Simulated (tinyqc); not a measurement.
# Changing the electron mass m

Model: hydrogenic impurity: series, fields, screening, photoionisation and donor-acceptor pairs. Computed by tinyqc, a small Python program. Command: `OMP_NUM_THREADS=1 python tinyqc.py 3005375 3005376 out.jsonl hydrogenic sweep`. One thread of a shared host (Intel(R) Xeon(R) Processor @ 2.30GHz), about 0.01 s of CPU time with the checks.

One isotropic, parabolic band. Effective units: Ry* and a*, in which H = -nabla^2 - 2/r.

Inputs (values chosen for the exercise, modelled on diamond): dielectric constant eps = 5.48; donor density N = 1.9e+19 cm^-3.

Parts treated: electric field and pairs.

Constants: Ry = 13.605693123 eV; a_0 = 0.529177210903 angstrom; h x 1 THz = 4.135667696 meV.

Method. Ry* = Ry m/eps^2, a* = a_0 eps/m; level n is bound by Ry*/n^2; <r> = (3/2) a* in 1s; lines 1s -> np at Ry* (1 - 1/n^2); 1 THz = 4.135667696 meV. Wigner-Seitz radius r_s = (3/(4 pi N))^(1/3); Mott criterion N_c^(1/3) a* = 0.26; overlap of two 1s orbitals at distance d: S = exp(-x)(1 + x + x^2/3), x = d/a*, with d = N^(-1/3).

One run for each value:
```
electron mass m (m_0)  Ry* (meV)  a* (angstrom)  Mott density (cm^-3)  overlap S
0.14                        63.4          20.71             1.978e+18  6.388e-01
0.21                        95.1          13.81             6.675e+18  4.089e-01
0.31                       140.4           9.35             2.147e+19  1.885e-01
0.46                       208.4           6.30             7.015e+19  4.905e-02
0.68                       308.1           4.26             2.266e+20  5.422e-03
1.00                       453.1           2.90             7.207e+20  1.699e-04
1.50                       679.6           1.93             2.432e+21  5.554e-07
2.20                       996.7           1.32             7.674e+21  1.343e-10
```

Over the rows, Ry* (meV) rises from 63.4 to 997 (exponent d ln y / d ln x about 1.00 throughout); a* (angstrom) falls from 20.7 to 1.32 (exponent d ln y / d ln x about -1.0 throughout); Mott density (cm^-3) rises from 1.98e18 to 7.67e21 (exponent d ln y / d ln x about 3.0 throughout). The exponent of Ry* stays at 1: Ry* = Ry m/eps^2. The exponent of Mott density stays at 3: the Mott density goes as a*^-3.

Caution (rows 0.140, 0.210): N lies above the Mott density, where the levels of isolated donors have no meaning. Caution (rows 0.310, 0.460, 0.680, 1.00, 1.50, 2.20): the Bohr radius is only a few bond lengths, so central-cell terms and band anisotropy matter.
